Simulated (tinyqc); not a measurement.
Q-state Potts model on a small periodic square lattice: enumeration, Metropolis, heat-bath and Wolff steps: one step, computed by the program tinyqc.

E = -J x (number of nearest-neighbour bonds with equal states); n x n sites with periodic edges have 2 n^2 bonds. Order parameter m = (q f - 1)/(q - 1), f being the largest share of one state. Sites are numbered row by row from 0. Here q = 2 and n = 4.

Problem. Eight single-site steps. Site = floor(r1 n^2). State c is drawn with probability exp(K k_c)/sum exp(K k), k_c the number of neighbours in state c: the first c whose cumulative probability reaches r2; r3 is not used.

Inputs (values chosen for the exercise, for a model of domains or grain orientations): temperature T = 979 K.

Update: heat bath.

start states:
```
   1  2  3  4
1  1  0  1  1
2  0  0  0  1
3  1  0  0  1
4  1  1  0  0
```

random numbers, one row a step:
```
        1       2       3
1  0.1447  0.6841  0.4721
2  0.2061  0.0133  0.2319
3  0.9415  0.3074  0.2597
4  0.5133  0.7357  0.8181
5  0.8252  0.6973  0.4345
6  0.3382  0.3974  0.6927
7  0.6603  0.4913  0.1164
8  0.7631  0.9305  0.7744
```

K = 0.7467667

Give: the table «Steps» with the columns old, neighbours in each state, P(old), P(new), new, for site = 2, 3, 15, 8, 13, 5, 10, 12; states afterwards.

Solution.

Steps:

| site | old | neighbours in each state | P(old) | P(new) | new |
|---|---|---|---|---|---|
| 2 | 1 | 3 1 | 0.18339 | 0.81661 | 0 |
| 3 | 1 | 2 2 | 0.50000 | 0.50000 | 0 |
| 15 | 0 | 2 2 | 0.50000 | 0.50000 | 0 |
| 8 | 1 | 2 2 | 0.50000 | 0.50000 | 1 |
| 13 | 1 | 3 1 | 0.18339 | 0.81661 | 0 |
| 5 | 0 | 4 0 | 0.95199 | 0.95199 | 0 |
| 10 | 0 | 3 1 | 0.81661 | 0.81661 | 0 |
| 12 | 1 | 2 2 | 0.50000 | 0.50000 | 1 |

states afterwards:
```
   1  2  3  4
1  1  0  0  0
2  0  0  0  1
3  1  0  0  1
4  1  0  0  0
```
